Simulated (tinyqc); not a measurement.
What moves the results: ionisation potential and affinity of a slab from the planar-averaged potential. A value that a table varies takes the place of the one given here.

A model of the planar-averaged electrostatic energy of an electron in a periodic cell of N1 periods of A (L1 = N1 n1 h) and N2 periods of vacuum (L2 = N2 n2 h), on z_j = j h: V(z) = f VA + (1 - f) VB + F t(z), VA = V1[0] + V1[1] cos(2 pi z/(n1 h)) + V1[2] cos(4 pi z/(n1 h)), VB the same with V2, n2 and z - L1. f = [tanh(z/w) - tanh((z - L1)/w) + tanh((z - L1 - L2)/w)]/2 + 1/2; t(z) = z - L1/2 in A and (L1/L2)(L1 + L2/2 - z) beyond, so that the cell is periodic.

Running mean over n points, periodic: for odd n the plain mean of the n points centred on j; for even n the n + 1 points with half weight at both ends. The macroscopic average applies the mean over n1 points and then over n2 points.

Values chosen for the exercise (gap near that of GaAs; the results hold for these values, not for the real material): h = 0.35 angstrom (grid step); n1 = 6 (grid points per period of A); n2 = 5 (grid points per period of the vacuum filter); V1 = (-7.23, 2.02, 0.28) eV (mean and two harmonics of the potential in A); V2 = (0, 0, 0) eV (the same in vacuum); w = 0.3 angstrom (width of the interfaces); N1 = 5 (periods of A); N2 = 4 (periods of vacuum); F = 0 eV/angstrom (slope in A from opposite charges on the two interfaces).

## How thick the regions must be

N1 = N2 = N, no slope (F = 0); dV is read at j = floor(N n1/2) and N n1 + floor(N n2/2). The exact value is V2[0] - V1[0].

Results:

| N | L1 (angstrom) | dV (eV) | error (meV) |
|---|---|---|---|
| 1 | 2.10 | 3.6468 | -3583.20 |
| 2 | 4.20 | 7.0371 | -192.86 |
| 3 | 6.30 | 7.2281 | -1.92 |
| 4 | 8.40 | 7.2300 | 0.00 |
| 5 | 10.50 | 7.2300 | 0.00 |
| 6 | 12.60 | 7.2300 | 0.00 |

The error is below 10 meV from N = 3 on. The two windows together span 3.85 angstrom and must fit between the interface tails, which fall as exp(-2 z/w); the errors at N = 2, 3 and 4 are -192.86, -1.92 and 0.00 meV.

## The choice of windows

dV read at j = 15 and 40 after means over the numbers of points listed; ripple is the spread over the five points around each.

Results:

| windows | dV (eV) | ripple in A (meV) | ripple in vacuum (meV) |
|---|---|---|---|
| none | 8.970 | 2610 | 0 |
| 6 only | 7.230 | 0 | 0 |
| 5 only | 7.690 | 690 | 0 |
| 7 only | 6.901 | 493 | 0 |
| 7, 6 | 7.230 | 0 | 1 |
| 6, 5 | 7.230 | 0 | 0 |

Which rows can be used, and how does a wrong window show?

The last row matches both periods and lies 0 meV from the value of a thick cell, V2[0] - V1[0] = 7.230 eV. Against it the raw potential errs by +1.74 eV. Within 20 meV of it lie: 6 only and 7, 6. A window one point too long leaves a ripple of 493 meV in A, against 0 meV in the last row: the ripple is the sign to look for. Rows to use, with under 30 meV of ripple in both regions once the tilt is taken off: 6 only, 7, 6 and 6, 5. A row with a large ripple can hit the right value only by chance.

Computed by tinyqc, a small Python program: `OMP_NUM_THREADS=1 python tinyqc.py 1880455 1880456 out.jsonl` (the numbers bound the seed that draws the inputs); one thread of a shared host (Intel(R) Xeon(R) Processor @ 2.30GHz), about 0.01 s for the whole set of steps.
